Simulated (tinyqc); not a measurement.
# Conductivities from two wire lengths

Question. A wire with uniform heating p0 per length and ends at the substrate temperature has theta(L/2) = (p0/g)[1 - 1/cosh(L/(2 LH))], LH = sqrt(kap A/g). Find LH, g and kap.

Parameters, values chosen for the exercise:
- A = 890 nm^2 (cross-section)
- p0 = 0.024 uW/nm (heating per length)

theta at the middle for L = 2600 and 5200 nm (K): [72.134751, 148.62718]

Solution. With c = cosh(L1/(2 LH)) the longer wire has 2 c^2 - 1. The ratio of the two rises falls steadily from 4 to 1 as c grows, so it fixes c; g and kap follow.

LH = 1.28e3 nm
g = 0.120 W/(m K)
kap = 220 W/(m K)

Numbers from tinyqc (`OMP_NUM_THREADS=1 python tinyqc.py 2520136 2520137 out.jsonl`; about 0.01 s on one thread of a shared Intel Xeon 2.30GHz).
